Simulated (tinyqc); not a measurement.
Cyclotron masses against the field direction: averaged masses of warped heavy- and light-hole bands.

Four-band hole energies E = c k^2 f(u), c = hbar^2/2m0, f = g1 -/+ 2 sqrt(g2^2 + 3 (g3^2 - g2^2) s), s = ux^2 uy^2 + uy^2 uz^2 + uz^2 ux^2 for the unit vector u; minus for heavy, plus for light holes; the mass along u is 1/f.

Parameters, chosen for this exercise (out of a larger set: near those of GaP; not measured data):
- g1 = 4.09 (Luttinger gamma1)
- g2 = 0.49 (gamma2)
- g3 = 1.24 (gamma3)

For the central orbit m_cyc is the mean of 1/f(u) over the directions u normal to B (360 points on the circle). B lies in the (1-10) plane at the angle from [001]; 54.7 degrees is [111], 90 is [110].

Masses (m0):
```
angle (degrees)   heavy   light
0.0              0.4226  0.1752
15.0             0.4426  0.1712
30.0             0.4878  0.1643
45.0             0.5236  0.1598
54.7             0.5299  0.1589
70.0             0.5209  0.1608
90.0             0.5091  0.1644
```

The heavy mass is smallest at 0 and largest at 54.7 degrees of the angles listed, a spread of 25 %; the light mass varies by 10.2 %. The orbit normal to [001] has s between 0 and 1/4, the orbit normal to [111] has s = 1/4 all round, which gives 1/(g1 - sqrt(g2^2 + 3 g3^2)) = 0.5299. This is the classical limit; low Landau levels of holes depart from it.

Run: tinyqc, `OMP_NUM_THREADS=1 python tinyqc.py 1081449 1081450 out.jsonl`; Intel(R) Xeon(R) Processor @ 2.30GHz, one thread, shared host; about 0.01 s of CPU time with all checks.
